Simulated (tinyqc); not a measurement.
Quasiparticle equation with a plasmon-pole self-energy for two band edges: sweeps and comparisons. A value that a table varies takes the place of the one given here.

For each edge E = e + X + Sc(E), with the correlation part Sc(E) = A[0]/(E - a + w) + A[1]/(E - b - w); a and b are the valence and conduction energies that enter the Green function (a = ev, b = ec in the one-shot scheme). Z = 1/(1 - dSc/dE), dSc/dE = -A[0]/(E - a + w)^2 - A[1]/(E - b - w)^2.

Values chosen for the exercise (scales of the order of those of SiO2; not measured data): ev = 0 eV (mean-field valence top); ec = 5.85 eV (mean-field conduction edge); w = 20.2 eV (pole energy); Av = (62.2, 37.7) eV^2 (weights of the valence state on the hole and electron poles); Ac = (33.7, 70.4) eV^2 (the same for the conduction state); Xv = -3.18 eV (exchange minus the mean-field potential, valence); Xc = 4.94 eV (the same, conduction).

## Schemes compared

Z = 1; linearised; exact one-shot; energies updated in G (a, b); updated in G and W, where w grows by half of the opening of the gap (a rule chosen for the exercise).

Results (eV):
```
scheme,Ev,Ec,gap,opening
mean field,0.000,5.850,5.850,0.000
Z = 1,-1.548,8.599,10.147,4.297
linearised,-1.281,8.099,9.380,3.530
"one-shot, exact",-1.273,8.067,9.341,3.491
update G,-1.358,8.429,9.787,3.937
update G and W,-1.558,8.679,10.237,4.387
```

What does this show?

The openings run from 3.491 (one-shot, exact) to 4.387 eV (update G and W). Linearising moves the gap by 40 meV, updating G +446 meV and updating W a further +450 meV: once Z is kept, the level of self-consistency matters more than linearising.

## The starting point

The mean-field gap is opened by d (ev lowered by d/2, ec raised by d/2) and X is changed by the opposite amounts, so that e + X stays; one-shot and G-updated gaps.

Gaps (eV):
```
d,start,one-shot,update G
0.0,5.850,9.3407,9.7867
0.2,6.050,9.3646,9.7867
0.4,6.250,9.3883,9.7867
0.6,6.450,9.4118,9.7867
0.9,6.750,9.4467,9.7867
1.2,7.050,9.4812,9.7867
1.6,7.450,9.5265,9.7867
```

What can be read from the table?

The one-shot gap moves by a fraction 0.12 of any change of the starting gap, while the updated gap, 9.7867 eV, does not depend on it. The two agree where the start already equals the result, near d = 3.94 eV. A real change of starting point alters the orbitals and the screening too; this model holds both fixed.

## What each parameter does

Exact one-shot edges and Z of the valence state there. Each row changes one parameter from the base and keeps the others.

Results:
```
case,Ev (eV),Ec (eV),gap (eV),Z
base,-1.2734,8.0673,9.3407,0.8169
w = 21.21 eV,-1.3708,8.2025,9.5733,0.8301
Xv = -3.28 eV,-1.3550,8.0673,9.4224,0.8161
Xc = 5.04 eV,-1.2734,8.1466,9.4200,0.8169
ec = 5.95 eV,-1.2693,8.1640,9.4333,0.8172
"Av = (65.31, 37.7) eV^2",-1.1400,8.0673,9.2073,0.8125
"Ac = (33.7, 73.92) eV^2",-1.2734,7.9131,9.1865,0.8169
```

How do the results move?

The largest shifts from the base row, up to three for each result and ties (the steps differ in size, so this ranks the rows, not the parameters). Ev (eV): Av +0.1334, w -0.0974, Xv -0.0817; unchanged at the printed digits by Xc and Ac. Ec (eV): Ac -0.1542, w +0.1352, ec +0.0967; unchanged at the printed digits by Xv and Av. gap (eV): w +0.2326, Ac -0.1542, Av -0.1334. Z: w +0.0132, Av -0.0044, Xv -0.0008; unchanged at the printed digits by Xc and Ac.

(tinyqc, `OMP_NUM_THREADS=1 python tinyqc.py 1850916 1850917 out.jsonl`, Intel(R) Xeon(R) Processor @ 2.30GHz, 1 thread, shared host, about 0.03 s.)
